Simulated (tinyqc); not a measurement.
From results back to parameters: cyclotron resonance of ellipsoidal valleys, Ge type. Three cases, with inputs chosen for the exercise.

Problem. The cyclotron masses of the valleys [111] and [11-1] at this angle were computed from hidden ml and mt.

Valleys along [111], [-111], [1-11], [11-1], mass ml along the axis and mt across it. B lies in the (1-10) plane, b = (sin(theta)/sqrt2, sin(theta)/sqrt2, cos(theta)). For the angle phi between B and the axis, 1/mc^2 = cos^2(phi)/mt^2 + sin^2(phi)/(mt ml). Resonance: h nu = 2 muB B/mc, h = 2 pi hbar.

Find: X = 1/mt^2; Y = 1/(mt ml); mt; ml.

Case 1.

Values chosen (out of a larger set: near those of Ge; not measured data): theta = 32 degrees (angle of B from [001] towards [110]).

mc of [111] = 0.084209 m0
mc of [11-1] = 0.341593 m0

Solution.

X = 1/mt^2 = 164.37
Y = 1/(mt ml) = 8.063
mt = 0.078 m0
ml = 1.59 m0

With cos^2(phi) = 0.8506 and 0.0032, the two values of 1/mc^2 are linear equations for X and Y; mt = 1/sqrt(X), ml = sqrt(X)/Y.

Case 2.

Values chosen (out of a larger set: near those of Ge; not measured data): theta = 72 degrees (angle of B from [001] towards [110]).

mc of [111] = 0.085664 m0
mc of [11-1] = 0.131374 m0

Solution.

X = 1/mt^2 = 148.72
Y = 1/(mt ml) = 7.373
mt = 0.082 m0
ml = 1.65 m0

With cos^2(phi) = 0.9119 and 0.3578, the two values of 1/mc^2 are linear equations for X and Y; mt = 1/sqrt(X), ml = sqrt(X)/Y.

Case 3.

Values chosen (out of a larger set: near those of Ge; not measured data): theta = 39 degrees (angle of B from [001] towards [110]).

mc of [111] = 0.089148 m0
mc of [11-1] = 0.349398 m0

Solution.

X = 1/mt^2 = 135.21
Y = 1/(mt ml) = 7.650
mt = 0.086 m0
ml = 1.52 m0

With cos^2(phi) = 0.9265 and 0.0042, the two values of 1/mc^2 are linear equations for X and Y; mt = 1/sqrt(X), ml = sqrt(X)/Y.

Computed by tinyqc, one run a case: `OMP_NUM_THREADS=1 python tinyqc.py N N+1 out.jsonl` with N = 1251290, 1251337, 1251338; one thread of a shared Intel(R) Xeon(R) Processor @ 2.30GHz, about 0.01 s a run at most.
